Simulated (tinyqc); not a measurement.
Anneal temperature at a frozen profile: sheet resistance of a shallow doped layer with concentration-dependent mobility and limited activation. Computed by tinyqc, a small Python program. Command: `OMP_NUM_THREADS=1 python tinyqc.py 3028542 3028543 out.jsonl irvin sweep`. One thread of a shared host (Intel(R) Xeon(R) Processor @ 2.30GHz), about 0.03 s of CPU time with the checks.

A layer of one dopant lies in a background of the opposite type. Current flows parallel to the surface down to the junction; depletion is ignored.

Inputs (values chosen for the exercise, modelled on arsenic in silicon):
```
quantity                          value        unit
surface concentration C_s       1.7e+21      1/cm^3
length l                             90          nm
background C_B                  7.9e+17      1/cm^3
mobility floor mu_min              51.6  cm^2/(V s)
mobility mu_max                    1380  cm^2/(V s)
reference density N_r          1.03e+17      1/cm^3
exponent alpha                    0.674           -
prefactor of the active limit   2.4e+22      1/cm^3
energy of the active limit        0.466          eV
```

Profile: Gaussian.

Constants: k_B = 8.617333262e-05 eV/K; e = 1.602176634e-19 C.

Method:
- C(x) = C_s exp(-x^2/(2 l^2)).
- Temperatures in kelvin are T(C) + 273.15.
- Active limit C_a = prefactor x exp(-energy/(k_B T)); the junction lies where C = C_B, and the profile exceeds C_a down to x_a (zero if C_s is below C_a). Slope at the junction in nm per decade = ln(10) C/|dC/dx|.
- Active density N = min(C, C_a); carriers n = N - C_B; mobility mu = mu_min + (mu_max - mu_min)/(1 + ((N + C_B)/N_r)^alpha).
- Integrals from 0 to x_j, where C = C_B (Gauss-Legendre, 60 points on each smooth piece; 1 nm = 1e-7 cm): dose int C dx, carriers int n dx, mean mobility int n mu dx/int n dx, R_s = 1/(e int n mu dx).

One run for each value:
```
anneal temperature T (C)  sheet resistance R_s (ohm/square)  carriers per dopant atom  active limit C_a (1/cm^3)
650                                                  51.218                   0.09130                 6.8575e+19
700                                                  41.003                   0.11923                 9.2657e+19
800                                                  27.858                   0.18684                 1.5551e+20
850                                                  23.553                   0.22600                 1.9462e+20
900                                                  20.208                   0.26824                 2.3895e+20
950                                                  17.571                   0.31315                 2.8850e+20
1000                                                 15.464                   0.36027                 3.4320e+20
1050                                                 13.760                   0.40913                 4.0295e+20
1100                                                 12.367                   0.45924                 4.6761e+20
1150                                                 11.218                   0.51011                 5.3700e+20
```

Describe and explain the trends.

Over the rows, sheet resistance R_s (ohm/square) falls from 51.2 to 11.2; carriers per dopant atom rises from 0.0913 to 0.510; active limit C_a (1/cm^3) rises from 6.86e19 to 5.37e20. A hotter anneal raises the active limit, which stays below C_s in every row.

Caution (rows 900, 950, 1000, 1050, 1100, 1150): above about 2e20 per cm^3 measured mobilities fall further than this form.
